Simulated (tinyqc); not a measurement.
Valley-orbit splitting of a donor ground state, with strain. Changing the coupling Delta_1. Computed by tinyqc, a small Python program. Command: `OMP_NUM_THREADS=1 python tinyqc.py 3026995 3026996 out.jsonl valleyorbit sweep`. One thread of a shared host (Intel(R) Xeon(R) Processor @ 2.30GHz), about 0.01 s of CPU time with the checks.

The basis is the 1s envelope in each valley; energies are counted from the unstrained conduction-band edge. The strain is e_s (a a^T - 1/3) for the unit stress axis a, so valley j along n_j moves by Xi_u e_s w_j with w_j = (n_j.a)^2 - 1/3: +2/3 for [111], -2/9 for the others.

Inputs (values chosen for the exercise, modelled on donors in germanium): single-valley binding energy E_0 = 9.6 meV; central-cell shift Lambda = 1.1 meV; shear deformation potential Xi_u = 16.5 eV; shear strain e_s = -0.00078.

Valleys: four along <111>. Stress axis: [111].

Method:
- By symmetry: E(A1) = E_0 + Lambda + 3 Delta_1 (one state), E(T2) = E_0 + Lambda - Delta_1 (three), as binding energies.
- H_jj = -(E_0 + Lambda) + Xi_u e_s w_j; H_jk = -Delta_1 between any two valleys.
- Diagonalise H; the ground vector has positive components. The density at the nucleus, and so the contact hyperfine coupling, scales as (sum_j c_j)^2/(number of valleys), which is 1 without strain; the envelopes are held fixed.
- The binding energy is counted from the lowest valley edge, min_j Xi_u e_s w_j; the gap is from the ground state to the next level.

One run for each value; columns: (1) coupling Delta_1 (meV); (2) E(A1) (meV); (3) E(T2) (meV); (4) hyperfine ratio A/A_0; (5) binding energy under strain (meV); (6) gap to the first excited state (meV):
```
(1)       (2)     (3)      (4)     (5)     (6)
0.038  10.814  10.662  0.25503  10.700  11.365
0.055  10.865  10.645  0.25732  10.701  11.332
0.078  10.934  10.622  0.26044  10.702  11.287
0.110  11.030  10.590  0.26484  10.703  11.226
0.160  11.180  10.540  0.27187  10.707  11.134
0.230  11.390  10.470  0.28199  10.714  11.009
0.330  11.690  10.370  0.29706  10.730  10.840
0.470  12.110  10.230  0.31930  10.763  10.625
```

Over the rows, E(A1) (meV) rises from 10.8 to 12.1 (exponent d ln y / d ln x 0.013 between the first rows and 0.100 between the last); E(T2) (meV) falls from 10.7 to 10.2 (exponent d ln y / d ln x -0.0043 between the first rows and -0.038 between the last); hyperfine ratio A/A_0 rises from 0.255 to 0.319 (exponent d ln y / d ln x 0.024 between the first rows and 0.20 between the last). A larger valley-orbit coupling resists the strain, so A/A_0 moves back towards 1.

Extremes, crossings and ranges named in words are read from the listed rows.
